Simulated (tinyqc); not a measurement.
Inside a calculation. Model: quantum point contact as a saddle point.

tinyqc, about 0.04 s, one thread, Intel Xeon 2.30GHz (shared host): `OMP_NUM_THREADS=1 python tinyqc.py 2740013 2740014 out.jsonl` Printed values are rounded.

Potential V0 - m wx^2 x^2/2 + m wy^2 y^2/2; energies are counted from V0. Mode n = 0, 1, ... transmits T_n(E) = 1/(1 + exp(-2 pi (E - E_n)/wx)), E_n = wy (n + 1/2); each mode carries 2 q^2/h.

Parameters, values chosen for the exercise: temperature T = 1.5 K; transverse quantum hbar wy wy = 5.1 meV; curvature of the barrier hbar wx wx = 2.7 meV; Fermi level above the saddle point mu = 11.3 meV; points of the energy grid nE = 11; half-range of the grid in kB T xm = 7.

Constants: q = 1.602176634e-19 C, kB = 1.380649e-23 J/K, h = 6.62607015e-34 J s, Vt = kB T/q. Results are converted to the units shown.

## Transmissions at the Fermi level

At zero temperature g = G/(2 q^2/h) = sum T_n(mu); Fano factor sum T_n (1 - T_n)/sum T_n. Modes beyond those listed are in the sums but add less than 1e-4 to g.

```
mode  E_n (meV)      T_n
0        2.5500  1.00000
1        7.6500  0.99980
2       12.7500  0.03311
3       17.8500  0.00000
```

g = 2.0329
G = 157.51 uS
Fano factor = 0.01585

## Thermal average on a coarse grid

g(T) = int g(E) (-df/dE) dE = int g(mu + x kB T) dx/(4 cosh^2(x/2)), g(E) the zero-temperature value at E, g = G/(2 q^2/h). Simpson's rule on nE equally spaced x from -xm to xm.

```
point         x  E (meV)     g(E)    weight
0      -7.00000  10.3952  2.00247  0.000910
1      -5.60000  10.5761  2.00521  0.003671
2      -4.20000  10.7571  2.00886  0.014556
3      -2.80000  10.9381  2.01406  0.054038
4      -1.40000  11.1190  2.02167  0.158685
5       0.00000  11.3000  2.03290  0.250000
6       1.40000  11.4810  2.04945  0.158685
7       2.80000  11.6619  2.07355  0.054038
8       4.20000  11.8429  2.10798  0.014556
9       5.60000  12.0239  2.15576  0.003671
10      7.00000  12.2048  2.21946  0.000910
```

integral of the weight = 1.00634
g(T) = 2.05020
g(T) divided by the integral of the weight = 2.03727

A converged quadrature gives 2.0376; this grid is 0.62 % above that, and its weight integrates to 1.006 in place of 1.
